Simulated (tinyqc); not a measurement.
# Inputs raised by 10 %, one at a time

Model: valley-orbit splitting of a donor ground state, with strain. Computed by tinyqc, a small Python program. Command: `OMP_NUM_THREADS=1 python tinyqc.py 3020458 3020459 out.jsonl valleyorbit sens`. One thread of a shared host (Intel(R) Xeon(R) Processor @ 2.30GHz), about 0.02 s of CPU time with the checks.

The basis is the 1s envelope in each valley; energies are counted from the unstrained conduction-band edge. The strain is e_s (a a^T - 1/3) for the unit stress axis a, so valley j along n_j moves by Xi_u e_s w_j with w_j = (n_j.a)^2 - 1/3: +1/6 for x and y, -1/3 for z. The splitting at the zone boundary that a [110] shear adds for <100> valleys is left out.

Inputs (values chosen for the exercise, modelled on donors in silicon):
```
quantity,value,unit
single-valley binding energy E_0,31.7,meV
central-cell shift Lambda,5.18,meV
coupling Delta_1,4.21,meV
coupling Delta_2,3.18,meV
shear deformation potential Xi_u,8.63,eV
shear strain e_s,-0.00026,-
temperature T,30,K
donor density N_D,5.4e+17,cm^-3
density-of-states mass of one valley m_e,0.329,m_0
```

Valleys: six along <100>. Stress axis: [110].

Constants: k_B = 8.617333262e-05 eV/K; m_0 = 9.1093837015e-31 kg; k_B = 1.380649e-23 J/K; h = 6.62607015e-34 J s.

Method:
- H_jj = -(E_0 + Lambda) + Xi_u e_s w_j; H_jk = -Delta_2 between opposite valleys and -Delta_1 between perpendicular ones.
- Diagonalise H; the ground vector has positive components. The density at the nucleus, and so the contact hyperfine coupling, scales as (sum_j c_j)^2/(number of valleys), which is 1 without strain; the envelopes are held fixed.
- The binding energy is counted from the lowest valley edge, min_j Xi_u e_s w_j; the gap is from the ground state to the next level.
- z = sum over levels of exp(-(E - E_ground)/k_B T), the ground-state share being 1/z; N_c = 2 (2 pi m_e k_B T/h^2)^(3/2) sum_j exp(-(shift_j - lowest shift)/k_B T); n1 = N_c/(2 z) exp(-binding/k_B T), binding = lowest shift - E_ground; without compensation n = 2 N_D/(1 + sqrt(1 + 4 N_D/n1)) (Boltzmann statistics; p and higher states left out).

Runs:
```
input moved,from,to,binding energy under strain (meV),gap to the first excited state (meV),free electrons n (cm^-3),share of neutral donors in the ground state
base run,-,-,56.537,22.837,8.2476e+12,0.99950
single-valley binding energy E_0 (meV),31.7,34.87,59.707,22.837,4.4675e+12,0.99950
coupling Delta_1 (meV),4.21,4.631,58.220,24.520,5.9568e+12,0.99976
coupling Delta_2 (meV),3.18,3.498,56.855,23.473,7.7559e+12,0.99958
shear deformation potential Xi_u (eV),8.63,9.493,56.502,22.802,8.2606e+12,0.99950
shear strain e_s,-0.00026,-0.000286,56.502,22.802,8.2606e+12,0.99950
temperature T (K),30,33,56.537,22.837,2.4048e+13,0.99885
donor density N_D (cm^-3),5.4e+17,5.94e+17,56.537,22.837,8.6502e+12,0.99950
```

Exponents ln(y'/y) / ln(x'/x):
```
input,binding energy under strain,gap to the first excited state,free electrons n,share of neutral donors in the ground state
single-valley binding energy E_0,0.572,0.000,-6.433,0.000
coupling Delta_1,0.308,0.746,-3.414,0.003
coupling Delta_2,0.059,0.288,-0.645,0.001
shear deformation potential Xi_u,-0.007,-0.016,0.016,0.000
shear strain e_s,-0.007,-0.016,0.016,0.000
temperature T,0.000,0.000,11.228,-0.007
donor density N_D,0.000,0.000,0.500,0.000
```

Among the inputs moved here: binding energy under strain answers most in size to single-valley binding energy E_0 (exponent +0.572), next to coupling Delta_1 (+0.308); its exponent is below 0.0005 for temperature T, donor density N_D. gap to the first excited state answers most in size to coupling Delta_1 (exponent +0.746), next to coupling Delta_2 (+0.288); its exponent is below 0.0005 for single-valley binding energy E_0, temperature T, donor density N_D. free electrons n answers most in size to temperature T (exponent +11.228), next to single-valley binding energy E_0 (-6.433). Its exponent +0.500 in donor density N_D: freeze-out, n = sqrt(n1 N_D). Share of neutral donors in the ground state answers most in size to temperature T (exponent -0.007); its exponent is below 0.0005 for single-valley binding energy E_0, shear deformation potential Xi_u, shear strain e_s, donor density N_D.

Caution (all rows): at this donor density neighbouring orbits begin to overlap and the depth shrinks, which a fixed level leaves out.
